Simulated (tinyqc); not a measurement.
Comparisons within one model: thin-film optics by transfer matrices. A value that a table varies takes the place of the one given here.

Indices N = n + i k. Snell: N0 sin(theta) = N_j sin(theta_j), with Im(N_j cos theta_j) >= 0. Admittance y_j = N_j cos theta_j for s and N_j/cos theta_j for p. Phase delta_j = 2 pi N_j cos theta_j d_j/lambda. Layer matrix [[cos delta, -i sin delta/y], [-i y sin delta, cos delta]], multiplied from the top down to M. (B, C) = M (1, y_sub); r = (y0 B - C)/(y0 B + C), R = |r|^2, T = 4 Re y0 Re y_sub/|y0 B + C|^2, absorbed in the films 1 - R - T.

Ellipsometry: rho = tan(Psi) exp(i Delta) = -conj(r_p/r_s) with the r of the admittance formula, Delta in 0 to 360 degrees, so that a bare dielectric at small angles gives Delta = 180.

Values chosen for the exercise (indices near those of resist, ARC on polySi; the results hold for these values, not for the real material): lam = 248 nm (vacuum wavelength); n0 = 1 (ambient index); n = (1.784, 1.765, 1.708) (n of resist, ARC, substrate); k = (0.012, 0.418, 2.689) (k in the same order); d = (872, 58) nm (thicknesses, top first); theta = 65 degrees (angle of incidence); pol = s (polarisation).

## Swing curve: thickness of the top film

The first entry of d takes the values listed.

Stack:
```
d_1 (nm)       R       T  absorbed
872.0     0.3515  0.0427    0.6058
885.4     0.3600  0.0417    0.5983
898.9     0.3348  0.0430    0.6222
912.3     0.2982  0.0449    0.6569
925.8     0.2882  0.0451    0.6667
939.2     0.3159  0.0429    0.6412
952.7     0.3499  0.0404    0.6097
966.1     0.3579  0.0395    0.6025
979.6     0.3340  0.0407    0.6253
993.0     0.2995  0.0423    0.6582
1006.5    0.2901  0.0425    0.6674
1019.9    0.3162  0.0405    0.6433
1033.4    0.3484  0.0382    0.6134
```

R swings between 0.2882 and 0.3600 on these points. The period is lambda/(2 Re(N_1 cos theta_1)) = 80.7 nm, six rows. The swing shrinks from 0.0718 in the first period to 0.0678 in the second, as the film absorbs the wave that returns from below. The swing ratio (max - min)/mean is 0.22.

## Angle of incidence

Both polarisations.

Stack:
```
theta (degrees)     R_s     R_p    Psi   Delta
0                0.0508  0.0508  45.00  180.00
15               0.0418  0.0332  41.74  179.61
30               0.1516  0.0885  37.38  177.88
45               0.1195  0.0103  16.40  187.01
55               0.2345  0.0115  12.48  159.72
60               0.3048  0.0032   5.82  185.17
65               0.3515  0.0041   6.20  322.57
70               0.3993  0.0355  16.60  349.05
75               0.4774  0.1044  25.07  358.23
80               0.6011  0.2327  31.89    1.25
85               0.7737  0.4850  38.37    1.16
```

R_s and R_p agree at normal incidence (0.0508). R_p is lowest at 60 degrees of those listed (0.0032), where R_s = 0.3048; the top face alone would stop reflecting p light at arctan(n/n0) = 60.7 degrees, while the layers and the substrate below set where the minimum falls. R_s does not rise steadily, because the phase thickness of the films changes with the angle.

## Thickness of the antireflection layer under the resist

Light arrives at normal incidence from inside the resist, taken as the ambient with its real index n; the second entry of d takes the values listed.

Reflectance back into the resist:
```
d_2 (nm)       R
0         0.3725
10        0.2840
20        0.1515
30        0.0514
40        0.0090
50        0.0115
60        0.0329
80        0.0430
100       0.0110
120       0.0081
```

Without the layer R = 0.3725; the lowest value listed is 0.0081 at 120 nm, against a quarter wave lambda/(4 n) = 35.1 nm. A very thick layer would leave only its top interface, R = 0.0137, once absorption has removed the wave from below.

## Sensitivity of the reflectance

R for both polarisations. Each row changes one parameter from the base and keeps the others.

Results:
```
case                          R_s     R_p     T_s
base                       0.3515  0.0041  0.0427
d = (877, 58) nm           0.3588  0.0023  0.0420
n = (1.82, 1.765, 1.708)   0.3490  0.0014  0.0431
k = (0.012, 0.418, 2.968)  0.3478  0.0050  0.0394
lam = 253 nm               0.3056  0.0108  0.0474
theta = 70 degrees         0.3993  0.0355  0.0381
```

The largest shifts from the base row, up to three for each result and ties (the steps differ in size, so this ranks the rows, not the parameters). R_s: theta +0.0478, lam -0.0459, d +0.0073. R_p: theta +0.0313, lam +0.0066, n -0.0027. T_s: lam +0.0048, theta -0.0045, k -0.0033.

tinyqc: `OMP_NUM_THREADS=1 python tinyqc.py 1651555 1651556 out.jsonl`; about 0.01 s, one thread, shared Intel(R) Xeon(R) Processor @ 2.30GHz.
